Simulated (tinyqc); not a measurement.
Inside a calculation. Model: AlGaN/GaN HEMT with access regions, lumped model.

Numbers from tinyqc (`OMP_NUM_THREADS=1 python tinyqc.py 2570039 2570040 out.jsonl`; about 0.01 s on one thread of a shared Intel Xeon 2.30GHz). Printed values are rounded.

A polarisation-induced electron sheet under a Schottky gate, in series with two ungated access regions and contacts. Drift law v = mu E/(1 + mu E/vs) under the gate. Currents in mA/mm, resistances in ohm mm. No self-heating, no channel-length modulation; fits for polarisation, barrier and offset are chosen for the exercise.

Inputs (values chosen for the exercise); values close to those of AlGaN/GaN structures:
- x = 0.26 (aluminium share of the barrier)
- d = 15 nm (barrier thickness)
- eps_r = 9.4 (relative permittivity of barrier and channel)
- mu = 1800 cm^2/(V s) (channel mobility)
- vs = 1e7 cm/s (saturation velocity)
- Lg = 1.5 um (gate length)
- Ls = 1.5 um (source access length)
- Ld = 2 um (drain access length)
- Rc = 0.45 ohm mm (resistance of each contact)
- ft = 0.38 (share of the drain-access electrons removed by traps)
- Vg = 0 V (gate voltage)
- Vd = 10 V (drain voltage)
- Ec = 2.8 MV/cm (critical field)
- te = 0.32 um (depth over which the depleted charge spreads)
- tf = 200 nm (insulator under the field plate)
- ei = 7.5 (relative permittivity of that insulator)

Constants: q = 1.602176634e-19 C, eps0 = 8.8541878128e-14 F/cm where lengths are in cm. Results are converted to the units shown.

## Polarisation charge, threshold and sheet resistance

sigma = (5e13 x + 1.6e13 x^2) cm^-2, phiB = 0.84 + 1.3 x, dEc = 0.7 (1.71 x + x^2) in volts, Cb = eps0 eps_r/d, VT = phiB - dEc - q sigma/Cb, access density n0 = -Cb VT/q. Rsh = 1/(q mu n0); largest access current q n0 vs.

sigma = 1.40816e13 cm^-2
Cb = 0.554862 uF/cm^2
VT = -3.24663 V
n0 = 1.12437e13 cm^-2
Rsh = 308.396 ohm
q n0 vs = 1801.43 mA/mm

## Iteration 1: drain current

I at the start = 530 mA/mm

Access resistance R(L, n) = L/(q mu n sqrt(1 - (I/(q n vs))^2)); Rs = Rc + R(Ls, n0), Rd = Rc + R(Ld, (1 - ft) n0). Vg' = Vg - I Rs, Vd' = Vd - I (Rs + Rd); with u = Vg' - VT, Vc = vs Lg/mu and w the smaller of Vd' and Vc [sqrt(1 + 2 u/Vc) - 1] (0 if negative), the channel gives (mu Cb/Lg)(u w - w^2/2)/(1 + w/Vc). I(new) is that channel current.

Rs = 0.934017 ohm mm
Rd = 1.58018 ohm mm
Vg' = -0.495029 V
Vd' = 8.66748 V
channel current = 714.115 mA/mm
I after iteration 1 = 714.115 mA/mm

## Iteration 2: drain current

As before.

Rs = 0.953876 ohm mm
Rd = 1.74385 ohm mm
Vg' = -0.681178 V
Vd' = 8.07352 V
channel current = 648.852 mA/mm
I after iteration 2 = 648.852 mA/mm

## Course of the iteration: drain current

Stop when I changes by less than 1e-6 mA/mm, or after 60 iterations. I must stay below q (1 - ft) n0 vs.

Course of the iteration:
```
iteration  I (mA/mm)  |change| (mA/mm)
1            714.115               184
2            648.852              65.3
3            672.364              23.5
4            663.948              8.42
5            666.967              3.02
6            665.885              1.08
7            666.273             0.388
8            666.134             0.139
9            666.184            0.0499
...              ...               ...
12           666.170           2.30e-3
13           666.171           8.24e-4
14           666.170           2.95e-4
15           666.171           1.06e-4
16           666.171           3.80e-5
17           666.171           1.36e-5
18           666.171           4.88e-6
19           666.171           1.75e-6
20           666.171           6.27e-7
```

Converged in 20 iterations. At the end each change is about 0.36 times the one before, with alternating sign: linear convergence. Of Vd, 82.4 % reaches the channel; the access current is 60 % of its limit.

## On-resistance and breakdown

sigma = (5e13 x + 1.6e13 x^2) cm^-2, phiB = 0.84 + 1.3 x, dEc = 0.7 (1.71 x + x^2) in volts, Cb = eps0 eps_r/d, VT = phiB - dEc - q sigma/Cb, access density n0 = -Cb VT/q. Ron = 2 Rc + Ls/(q mu n0) + Ld/(q mu (1 - ft) n0) + Lg/(mu Cb (Vg - VT)). Off state: a depleted stretch that holds the voltage V has the peak field sqrt(k V), k = 2 q n0/(eps0 eps_r te), so one edge holds V1 = Ec^2/k. The sheet under the plate pinches off at Vf = q n0 (1/Cb + tf/(eps0 ei)); beyond it the gate edge is screened. BV = V1 if Vf >= V1, else Vf + V1, and at most Ec Ld. Specific resistance Ron (Ls + Lg + Ld); figure of merit BV^2 over it.

Ron = 2.82002 ohm mm
Vf = 57.5014 V
V1 = 57.9555 V
BV = 115.457 V
specific resistance = 0.141001 mohm cm^2
figure of merit = 94.5406 MW/cm^2

The plate raises BV by a factor of 1.99.
